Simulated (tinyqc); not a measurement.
Surface photovoltage measurement of the minority-carrier diffusion length in a wafer: one step, computed by the program tinyqc. Command: `OMP_NUM_THREADS=1 python tinyqc.py 3130539 3130540 out.jsonl spv walk`. One thread of a shared host (Intel(R) Xeon(R) Processor @ 2.30GHz), about 0.01 s of CPU time with the checks.

Low injection, steady light, a depletion layer much thinner than 1/alpha and L. The excess density dn is taken at the front edge of the neutral region; light that reaches the back is lost.

Task: One wavelength. alpha = (84.732/lambda - 76.417)^2 per cm with lambda in micrometre (an empirical fit for silicon between 0.7 and 1.05 micrometre). Thick wafer: dn = Phi L/((S_f + D/L)(L + 1/alpha)). Finite wafer, with s = S_b L/D, w = W/L, a = alpha L: dn = [Phi a/(a^2 - 1)] [a - B - exp(-alpha W)(a - s)/(cosh w + s sinh w)]/(S_f + B D/L), B = (sinh w + s cosh w)/(cosh w + s sinh w). Photovoltage V = (k_B T/e) ln(1 + dn/n_0). Lifetime = L^2/D.

Inputs (values chosen for the exercise, modelled on p-type silicon at room temperature):

| quantity | value | unit |
|---|---|---|
| diffusion length L | 340 | micrometre |
| wafer thickness W | 525 | micrometre |
| diffusivity D | 26.3 | cm^2/s |
| front recombination velocity S_f | 170 | cm/s |
| back recombination velocity S_b | 11000 | cm/s |
| photon flux entering | 2.6e+12 | 1/(cm^2 s) |
| minority density at the surface barrier scale n_0 | 6.9e+10 | 1/cm^3 |
| temperature T | 298 | K |
| wavelength | 942 | nm |

Constants: k_B = 8.617333262e-05 eV/K.

Give: alpha; penetration depth 1/alpha; dn, thick wafer; B; dn, finite wafer; photovoltage V; lifetime.

Result:

alpha = 183.1 1/cm

penetration depth 1/alpha = 54.61 micrometre

dn, thick wafer = 2.374e+09 1/cm^3

B = 1.082

dn, finite wafer = 2.189e+09 1/cm^3

photovoltage V = 0.8020 mV

lifetime = 43.95 microsecond
